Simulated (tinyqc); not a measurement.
Programming of a floating-gate cell by Fowler-Nordheim tunnelling: two steps of the calculation.

Per tunnel area the floating gate has Ctun = 3.9 eps0/tox to the channel (0 V) and Ccg to the control gate, Ct = Ctun/(1 - ag), no other coupling. With the threshold shift U = -Q/Ccg the field is F = ag (Vg - U)/tox, and dU/dt = J/Ccg. Fowler-Nordheim: J = A F^2 exp(-B/F), A = q^2/(16 pi^2 hbar mo phi) (times 1e14 for A/cm^2 with F in V/nm, emitter mass m0), B = (4/3) sqrt(mo/C) phi^1.5, C = hbar^2/(2 m0).

Inputs (values chosen for the exercise); oxide values close to those of silicon dioxide:

| symbol | value | unit | meaning |
|---|---|---|---|
| phi | 3.16 | eV | tunnel barrier |
| mo | 0.48 | m0 | tunnelling mass |
| tox | 9.1 | nm | tunnel oxide thickness |
| ag | 0.53 |  | coupling ratio Ccg/Ct |
| ar | 5300 | nm^2 | tunnel area |
| Vt0 | -0.9 | V | threshold shift at the start |
| Vg | 20.5 | V | control-gate voltage |
| dt | 1.3 | us | time step |
| n | 10 |  | steps |

Constants: q = 1.602176634e-19 C, hbar = 1.054571817e-34 J s, m0 = 9.1093837015e-31 kg, eps0 = 8.8541878128e-14 F/cm where lengths are in cm, hbar^2/(2 m0) = 0.0380998212 eV nm^2. Results are converted to the units shown.

Problem 1. Constants of the cell. A, B, Ccg = ag Ct, the starting field and current, K = A B ag/(Ccg tox), and the knee time t0 = exp(B/F(0))/K.

Find: A; B; Ccg; F(0); J(0); K; t0; electrons for 1 V of shift.

Solution 1.

A = 1.016e8 A cm^-2 (V/nm)^-2
B = 26.58 V/nm
Ccg = 0.4279 uF/cm^2
F(0) = 1.246 V/nm
J(0) = 0.08610 A/cm^2
K = 3.677e14 1/s
t0 = 4.986 us
electrons for 1 V of shift = 141.6

Problem 2. Explicit time steps against the exact solution. U(new) = U + dt J(F(U))/Ccg. Exact: exp(B/F(t)) = exp(B/F(0)) + K t, K = A B ag/(Ccg tox), and U = Vg - tox F/ag.

Give: t; F; J; U by steps; U exact.

Solution 2.

```
step  t (us)  F (V/nm)  J (A/cm^2)  U by steps (V)  U exact (V)
0          0    1.2464    0.086103        -0.90000     -0.90000
1     1.3000    1.2311    0.064521        -0.63842     -0.67005
2     2.6000    1.2197    0.051741        -0.44240     -0.48708
3     3.9000    1.2106    0.043222        -0.28521     -0.33555
4     5.2000    1.2029    0.037116        -0.15390     -0.20650
5     6.5000    1.1964    0.032518        -0.04113     -0.09429
6     7.8000    1.1906    0.028927         0.05766      0.00486
7     9.1000    1.1855    0.026043         0.14554      0.09358
8     10.400    1.1809    0.023676         0.22466      0.17380
9     11.700    1.1767    0.021697         0.29658      0.24695
10    13.000    1.1728    0.020019         0.36250      0.31415
```

Range of the model: Programming fields of 10 MV/cm and more wear the oxide; trapping and the channel potential are ignored.

Computed by the program tinyqc: `OMP_NUM_THREADS=1 python tinyqc.py 2130173 2130174 out.jsonl`, one thread of a shared Intel Xeon 2.30GHz, about 0.02 s for the whole run.
